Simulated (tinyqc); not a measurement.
Sp3 tight binding, zinc-blende lattice, step by step. Computed by tinyqc, a small Python program that keeps every step. Command: `OMP_NUM_THREADS=1 python tinyqc.py 21656 21657 out.jsonl` (the two numbers bound the seeds that draw the settings). One thread of a shared host (Intel(R) Xeon(R) Processor @ 2.60GHz), about 0.01 s of CPU time with the checks.

## Bloch Hamiltonian at k

Parameters chosen for this model: zinc-blende lattice, anion at 0, cation at a/4 (1,1,1); V = eta hbar^2 / (m d^2), hbar^2/m = 7.619964 eV angstrom^2:
```
parameter          value      unit
a               6.110000  angstrom
d               2.645708  angstrom
Es anion      -14.530000        eV
Ep anion       -6.360000        eV
Es cation     -13.130000        eV
Ep cation      -5.620000        eV
eta ss         -1.400000
eta sp          1.840000
eta pp sigma    3.240000
eta pp pi      -0.810000
V ss           -1.524043        eV
V sp            2.003028        eV
V pp sigma      3.527071        eV
V pp pi        -0.881768        eV
```

k point k (2 pi / a): [0.0100, 0.7700, 0.6400]

Slater-Koster rules over the four bonds with direction cosines (l, m, n): ss V_ss; s-px l V_sp; px-s -l V_sp; px-px l^2 V_pps + (1 - l^2) V_ppp; px-py l m (V_pps - V_ppp); each times exp(i k.d).

H(k) at k (eV), order a s, a px, a py, a pz, c s, c px, c py, c pz:
$$\begin{pmatrix}
-14.5300 & 0.0000 & 0.0000 & 0.0000 & -1.1545+0.0756i & -3.6531+0.0138i & -0.0217+2.3183i & -0.0364+1.3804i \\
0.0000 & -6.3600 & 0.0000 & 0.0000 & 3.6531-0.0138i & 0.4453-0.0292i & -0.0463+1.7542i & -0.0276+2.9461i \\
0.0000 & 0.0000 & -6.3600 & 0.0000 & 0.0217-2.3183i & -0.0463+1.7542i & 0.4453-0.0292i & -4.6424+0.0175i \\
0.0000 & 0.0000 & 0.0000 & -6.3600 & 0.0364-1.3804i & -0.0276+2.9461i & -4.6424+0.0175i & 0.4453-0.0292i \\
-1.1545-0.0756i & 3.6531+0.0138i & 0.0217+2.3183i & 0.0364+1.3804i & -13.1300 & 0.0000 & 0.0000 & 0.0000 \\
-3.6531-0.0138i & 0.4453+0.0292i & -0.0463-1.7542i & -0.0276-2.9461i & 0.0000 & -5.6200 & 0.0000 & 0.0000 \\
-0.0217-2.3183i & -0.0463-1.7542i & 0.4453+0.0292i & -4.6424-0.0175i & 0.0000 & 0.0000 & -5.6200 & 0.0000 \\
-0.0364-1.3804i & -0.0276-2.9461i & -4.6424-0.0175i & 0.4453+0.0292i & 0.0000 & 0.0000 & 0.0000 & -5.6200
\end{pmatrix}$$

## Levels at k

Diagonalise the Hermitian matrix.

eigenvalues (eV): [-16.8860, -15.1274, -12.1291, -11.2428, -4.7677, -2.9079, -0.7282, 0.1892]

weights |c|^2 of the basis functions, order a s, a px, a py, a pz, c s, c px, c py, c pz:
$$\begin{pmatrix}
0.6840 & 0.1533 & 0.0018 & 0.0003 & 0.0919 & 0.0678 & 0.0002 & 0.0007 \\
0.0101 & 0.1238 & 0.1599 & 0.0125 & 0.3265 & 0.2361 & 0.0190 & 0.1120 \\
0.0097 & 0.0472 & 0.1644 & 0.2362 & 0.0940 & 0.0960 & 0.1878 & 0.1647 \\
0.0040 & 0.0212 & 0.2034 & 0.2861 & 0.0194 & 0.0153 & 0.2578 & 0.1928 \\
0.1905 & 0.5920 & 0.0030 & 0.0005 & 0.1597 & 0.0534 & 0.0002 & 0.0007 \\
0.0578 & 0.0480 & 0.1325 & 0.0117 & 0.2346 & 0.3675 & 0.0221 & 0.1258 \\
0.0312 & 0.0100 & 0.1497 & 0.2047 & 0.0612 & 0.1412 & 0.2162 & 0.1859 \\
0.0128 & 0.0045 & 0.1853 & 0.2480 & 0.0127 & 0.0226 & 0.2967 & 0.2176
\end{pmatrix}$$

## Bloch Hamiltonian at L

k point L (2 pi / a): [0.5000, 0.5000, 0.5000]

As before.

H(k) at L (eV), order a s, a px, a py, a pz, c s, c px, c py, c pz:
$$\begin{pmatrix}
-14.5300 & 0.0000 & 0.0000 & 0.0000 & -2.1553+2.1553i & -1.6355+1.6355i & -1.6355+1.6355i & -1.6355+1.6355i \\
0.0000 & -6.3600 & 0.0000 & 0.0000 & 1.6355-1.6355i & 0.8313-0.8313i & -2.0783+2.0783i & -2.0783+2.0783i \\
0.0000 & 0.0000 & -6.3600 & 0.0000 & 1.6355-1.6355i & -2.0783+2.0783i & 0.8313-0.8313i & -2.0783+2.0783i \\
0.0000 & 0.0000 & 0.0000 & -6.3600 & 1.6355-1.6355i & -2.0783+2.0783i & -2.0783+2.0783i & 0.8313-0.8313i \\
-2.1553-2.1553i & 1.6355+1.6355i & 1.6355+1.6355i & 1.6355+1.6355i & -13.1300 & 0.0000 & 0.0000 & 0.0000 \\
-1.6355-1.6355i & 0.8313+0.8313i & -2.0783-2.0783i & -2.0783-2.0783i & 0.0000 & -5.6200 & 0.0000 & 0.0000 \\
-1.6355-1.6355i & -2.0783-2.0783i & 0.8313+0.8313i & -2.0783-2.0783i & 0.0000 & 0.0000 & -5.6200 & 0.0000 \\
-1.6355-1.6355i & -2.0783-2.0783i & -2.0783-2.0783i & 0.8313+0.8313i & 0.0000 & 0.0000 & 0.0000 & -5.6200
\end{pmatrix}$$

## Levels at L

As before.

eigenvalues (eV): [-17.9294, -14.6972, -10.1215, -10.1215, -6.7078, -1.8585, -1.8585, -0.3056]

## Bands along a path

The same steps at evenly spaced points between the labelled ones.

Bands along the path (eV):
```
k           band 1    band 2    band 3    band 4   band 5   band 6   band 7   band 8
L         -17.9294  -14.6972  -10.1215  -10.1215  -6.7078  -1.8585  -1.8585  -0.3056
L-G 0.25  -18.4255  -13.8536   -9.9142   -9.9142  -6.6766  -2.0658  -2.0658  -0.6844
L-G 0.50  -19.2114  -12.0598   -9.3616   -9.3616  -6.6554  -2.6184  -2.6184  -1.7134
L-G 0.75  -19.7697   -9.9782   -8.6985   -8.6985  -6.9082  -3.2815  -3.2815  -2.9840
G         -19.9662   -8.3703   -8.3703   -8.3703  -7.6938  -3.6097  -3.6097  -3.6097
G-X 0.25  -19.7024   -9.9441   -9.1391   -9.1391  -6.4044  -3.5892  -2.8409  -2.8409
G-X 0.50  -18.9280  -11.9659  -10.4822  -10.4822  -5.1914  -3.5546  -1.4978  -1.4978
G-X 0.75  -17.7057  -13.9914  -11.5074  -11.5074  -4.3689  -3.5740  -0.4726  -0.4726
X         -16.4972  -15.4770  -11.8801  -11.8801  -4.0130  -3.6528  -0.0999  -0.0999
X-W 0.25  -16.4972  -15.4770  -11.8801  -11.8801  -4.0130  -3.6528  -0.0999  -0.0999
X-W 0.50  -16.4972  -15.4770  -11.8801  -11.8801  -4.0130  -3.6528  -0.0999  -0.0999
X-W 0.75  -16.4972  -15.4770  -11.8801  -11.8801  -4.0130  -3.6528  -0.0999  -0.0999
W         -16.4972  -15.4770  -11.8801  -11.8801  -4.0130  -3.6528  -0.0999  -0.0999
```

With 4 band(s) filled, the highest filled level on these points lies at G and the lowest empty one at G: a gap of 0.6765 eV, direct.
